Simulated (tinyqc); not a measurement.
Inside a calculation: nanosheet or nanowire with hard walls, valleys of the Si type. Values are carried at full precision from step to step, so a last printed digit may differ when a step is redone from the rounded ones.

Six ellipsoidal valleys along the cube axes: inverse mass tensor w = 1/mt + (1/ml - 1/mt) a a^T with a the unit axis. Device axes: x along the channel, z = [001], y = z x x.

Constants: hbar^2/2m0 = 3.80998211 eV angstrom^2; hbar = 6.58211957e-16 eV s; e^2/h = 3.874045865e-05 S; kB = 8.617333262e-05 eV/K.

Values chosen for the exercise (near those of Si; the results hold for these values, not for the real material): ml = 0.927 m0 (longitudinal mass); mt = 0.192 m0 (transverse mass); channel = 100 (transport direction x on a (001) wafer); W = 215 angstrom (width, along y); H = 70 angstrom (height, along z = [001]); dE = 0.023 eV (EF above the lowest subband edge); T = 300 K (temperature); g_all = 6 (number of valleys).

## Valley masses for a [100] channel

Rotate w into the device axes and group equal valleys (|w_yz| counts); order by w_zz, then w_yy. 1/m_x = w_xx - w_xc w_c^-1 w_cx with c the block (y, z).

Valleys:

| group | valleys g | w_yy | w_zz | \|w_yz\| | m_x (m0) |
|---|---|---|---|---|---|
| A | 2 | 5.2083 | 1.0787 | 0.0000 | 0.1920 |
| B | 2 | 1.0787 | 5.2083 | 0.0000 | 0.1920 |
| C | 2 | 5.2083 | 5.2083 | 0.0000 | 0.9270 |

The lightest transport mass, 0.192 m0, belongs to groups A and B.

## One-dimensional subbands

Hard walls around a W x H rectangle. The block w_c of w in (y, z) confines; the transport mass follows from 1/m_x = w_xx - w_xc w_c^-1 w_cx. The cross-section problem c (w_yy ky^2 + 2 w_yz ky kz + w_zz kz^2), c = hbar^2/2m0, is solved in products sin(n pi y/W) sin(l pi z/H), n, l = 1 to 12; if w_yz = 0 the levels are c pi^2 (w_yy n^2/W^2 + w_zz l^2/H^2). The w_yz term couples (n, l) to (n', l') by -2 c w_yz D_nn'(W) D_ll'(H) with D_nm(L) = 4 n m/(L (n^2 - m^2)) for n + m odd and 0 otherwise.

The ten lowest levels of all groups together, numbered within each group.

Subbands:

| label | valleys g | m_x (m0) | E (eV) |
|---|---|---|---|
| A1 | 2 | 0.1920 | 0.0125 |
| A2 | 2 | 0.1920 | 0.0252 |
| A3 | 2 | 0.1920 | 0.0374 |
| B1 | 2 | 0.1920 | 0.0408 |
| B2 | 2 | 0.1920 | 0.0435 |
| C1 | 2 | 0.9270 | 0.0442 |
| A4 | 2 | 0.1920 | 0.0464 |
| B3 | 2 | 0.1920 | 0.0479 |
| A5 | 2 | 0.1920 | 0.0501 |
| B4 | 2 | 0.1920 | 0.0540 |

The lowest subband is A1; the number of further ones in the list within kB T = 25.9 meV of it at 300 K is 2.

## Modes, density and velocity at zero temperature

With EF = E_lowest + dE, each subband below EF has k_F = sqrt(m_x (EF - E)/c), carries n = 2 g k_F/pi electrons per length (spin included), moves at v = 2 c k_F/(hbar m_x) and adds 2 g e^2/h to the ballistic conductance; c = hbar^2/2m0, 1 angstrom/s = 1e-8 cm/s.

Occupied subbands:

| label | k_F (1/angstrom) | n (1/nm) | v (1e7 cm/s) |
|---|---|---|---|
| A1 | 0.0340 | 0.433 | 2.05 |
| A2 | 0.0228 | 0.290 | 1.37 |

total n = 0.723 1/nm
ballistic conductance = 309.9 microsiemens

EF lies below the last listed level, so the count is complete for these valleys (other families, and non-parabolicity above about 0.2 eV, are left out): 2 subbands with 4 valley modes. The Fermi velocity, averaged with the densities as weights, is 1.78 x 1e7 cm/s; the mean over all filled states moving one way is half of it.

## Threshold shift from confinement

Without degeneracy the line density is N1 exp((EF - Ec)/kB T) with N1 = sum 2 g sqrt(m_x kB T/(4 pi c)) exp(-E/kB T), here over n, l up to 80 where w_yz = 0 and over all levels of a 12 x 12 sine basis otherwise; the classical value is W H Nc with Nc = 2 g_all (m_dos kB T/(4 pi c))^(3/2), m_dos = (ml mt^2)^(1/3); dVt = kB T ln(W H Nc/N1).

Form N1, W H Nc and dVt.

N1 = 1.436 1/nm
W H Nc = 4.189 1/nm
dVt = 27.7 mV

## Checks

- Lowest level of group A on a 40 x 40 difference grid against the sine basis, eV: both 0.013.

Program tinyqc; command `OMP_NUM_THREADS=1 python tinyqc.py 1281394 1281395 out.jsonl`; about 0.02 s on one thread of a shared Intel(R) Xeon(R) Processor @ 2.30GHz.
